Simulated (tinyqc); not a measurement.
From results to parameters: two-site tight-binding chain. Computed by the program tinyqc.

Problem. A two-site chain has site energies +delta (A) and -delta (B) and hoppings t1 > t2 > 0, so E = +/- sqrt(delta^2 + |t1 + t2 exp(-ika)|^2). Find delta, t1 and t2.

upper band at k = 0 = 3.111913 eV
upper band at the zone edge = 1.173371 eV
weight of the upper band on site A at the zone edge = 0.934645

Solution. The weight on A is (1 + delta/E)/2, which gives delta; then t1 + t2 = sqrt(E(0)^2 - delta^2) and t1 - t2 = sqrt(E(edge)^2 - delta^2).

delta, t1, t2 (eV): 1.020  1.760  1.180
